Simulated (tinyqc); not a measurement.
Complex band structure along [001] in sp3s* tight binding, step by step. Values are carried at full precision from step to step, so a last printed digit may differ when a step is redone from the rounded ones.

For k = (0, 0, kz) the phase sums are g0 = cos(phi) and g3 = i sin(phi), phi = kz a/4, and the s, pz, s* orbitals of anion (a) and cation (c) decouple from px, py. With z = exp(i phi), H(z) = H0 + z T + T^T/z for any complex z. H0 is diagonal (Esa, Epa, Exa, Esc, Epc, Exc). The anion-cation block is B(z) = z U + W/z and the cation-anion block z W^T + U^T/z, where U has Vss/2 (s,s), Vsapc/2 (s,z), -Vscpa/2 (z,s), Vxx/2 (z,z), Vxapc/2 (s*,z), -Vpaxc/2 (z,s*), and W has the same values with the s-z and s*-z signs reversed. |z| = 1 is a band state, |z| < 1 decays along [001] as exp(-kappa d) over a distance d, kappa = -(4/a) ln|z|. No spin-orbit coupling.

Constants: hbar^2/2m0 = 3.80998211 eV angstrom^2.

Inputs chosen for the exercise (out of a larger set: near a published set for InP, fitted to gaps, whose masses and valley positions are rough (light masses up to twice too heavy); not measured data): p = (-8.527, 0.874, -1.485, 4.023, 8.285, 7.109, -5.353, 1.869, 4.232, 2.218, 5.584, 3.448, 4.493) eV (order Esa, Epa, Esc, Epc, Exa, Exc, Vss, Vxx, Vxy, Vsapc, Vscpa, Vxapc, Vpaxc); dE = 0.76 eV (E - Ev); a = 5.866 angstrom (lattice constant).

## The layer matrices

Parameters in the order Esa, Epa, Esc, Epc, Exa, Exc, Vss, Vxx, Vxy, Vsapc, Vscpa, Vxapc, Vpaxc. Form H0 and T.

diagonal of H0 (eV): sa -8.5270, za 0.8740, s*a 8.2850, sc -1.4850, zc 4.0230, s*c 7.1090

T (eV):
```
          sa      za      s*a       sc      zc      s*c
sa    0.0000  0.0000   0.0000  -2.6765  1.1090   0.0000
za    0.0000  0.0000   0.0000  -2.7920  0.9345  -2.2465
s*a   0.0000  0.0000   0.0000   0.0000  1.7240   0.0000
sc   -2.6765  2.7920   0.0000   0.0000  0.0000   0.0000
zc   -1.1090  0.9345  -1.7240   0.0000  0.0000   0.0000
s*c   0.0000  2.2465   0.0000   0.0000  0.0000   0.0000
```

## Edges at Gamma

At z = 1 the levels follow from the blocks [[Esa, Vss], [Vss, Esc]] and [[Epa, Vxx], [Vxx, Epc]]: Ev is the lower p root, and the direct gap ends at the lower of the upper roots.

Ev = 0.0047 eV
EG (direct gap) = 1.3965 eV

## Complex wave vectors at one energy in the gap

Solve det(H0 - E + z T + T^T/z) = 0 with E = Ev + dE, as the linear problem [[0, 1], [-T^T, E - H0]] x = z [[1, 0], [0, T]] x. Roots come as z, -z, 1/z and conjugates; list those with 0 < |z| < 1 and Re z, Im z >= 0, by falling |z|. Re kz = arg(z)/(pi/2) in units of 2 pi/a, kappa = -(4/a) ln|z|.

Decaying roots:

| Re z | Im z | \|z\| | Re kz (2 pi/a) | kappa (1/angstrom) |
|---|---|---|---|---|
| 0.8664 | 0.0000 | 0.8664 | 0.0000 | 0.0978 |
| 0.0000 | 0.3589 | 0.3589 | 1.0000 | 0.6988 |
| 0.0000 | 0.3002 | 0.3002 | 1.0000 | 0.8205 |

The slowest root has kappa = 0.0978 1/angstrom at Re kz = 0.000: a purely imaginary k at Gamma. The probability falls by exp(-2 kappa d), a factor 7.07 over 1 nm.

## The px, py block

For px and py the determinant gives (E - Epa)(E - Epc) = Vxx^2 cos^2(phi) + Vxy^2 sin^2(phi). With phi = i kappa a/4 this is sinh^2(kappa a/4) = ((E - Epa)(E - Epc) - Vxx^2)/(Vxx^2 - Vxy^2), E = Ev + dE. Parameters in the order Esa, Epa, Esc, Epc, Exa, Exc, Vss, Vxx, Vxy, Vsapc, Vscpa, Vxapc, Vpaxc.

sinh^2(kappa a/4) = 0.21759
kappa of the heavy-hole branch = 0.3076 1/angstrom

This branch decays faster than the slowest root of the s-pz block (0.0978), by a factor 3.15 in kappa.

## Band-edge masses of the same block

From the real bands: m/m0 = c h^2/|E(h) - E(0)| with kz = h = 0.001 1/angstrom for level 2 (light hole) and level 3 (electron) of the 6 x 6 matrix; c = hbar^2/2m0.

masses of this model, from the curvature at Gamma (m0): m_lh 0.0940, m_e 0.1213

These are masses of the nearest-neighbour model without spin-orbit coupling, which is fitted to gaps and often gives the electron too heavy.

## Checks

- Largest distance of a level of the 6 x 6 block at kz = 0.37 (2 pi/a) from a level of the full matrix, against zero (eV): both 0.000000.
- Kappa 0.1 meV above Ev against sqrt(m_lh E/c): both 0.001570.

Program tinyqc; command `OMP_NUM_THREADS=1 python tinyqc.py 1451918 1451919 out.jsonl`; about 0.01 s on one thread of a shared Intel(R) Xeon(R) Processor @ 2.30GHz.
